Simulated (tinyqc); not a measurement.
Permeation of metal atoms or ions through a thin barrier or dielectric: time lag, field-aided drift and lifetime: one step, computed by the program tinyqc. Command: `OMP_NUM_THREADS=1 python tinyqc.py 3004233 3004234 out.jsonl barrier walk`. One thread of a shared host (Intel(R) Xeon(R) Processor @ 2.30GHz), about 0.01 s of CPU time with the checks.

The film 0 < x < d is empty at first; C = C0 at x = 0 and C = 0 at x = d. dC/dt = D d2C/dx2 - v dC/dx with drift v = D z e V/(k_B T d) (uniform field, no space charge).

Question. Dose at time s. Steady flux J = (D C0/d) P/(1 - exp(-P)); time lag in units of d^2/D: s_L = [P (1 + exp(-P))/(1 - exp(-P)) - 2]/P^2 (P = 0: J = D C0/d, s_L = 1/6). Dose through the film Q(s) = C0 d {f (s - s_L) - 2 exp(P/2) sum_(n=1..200) (-1)^n n^2 pi^2 exp(-l_n s)/l_n^2}, l_n = n^2 pi^2 + P^2/4, f = P/(1 - exp(-P)) the relative flux.

Inputs (values chosen for the exercise, for a model case: singly charged ions through a dielectric):

| quantity | value | unit |
|---|---|---|
| thickness d | 14 | nm |
| concentration at the source side C0 | 9.6e+14 | 1/cm^3 |
| test temperature T | 100 | C |
| time in units of d^2/D, s | 0.12 | - |

Peclet number P = -14.30545

time scale d^2/D = 38028.69 s

Give: Q/(C0 d); dose Q; time.

Answer.

Q/(C0 d) = 5.273e-07

dose Q = 708.7 1/cm^2

time = 4563 s
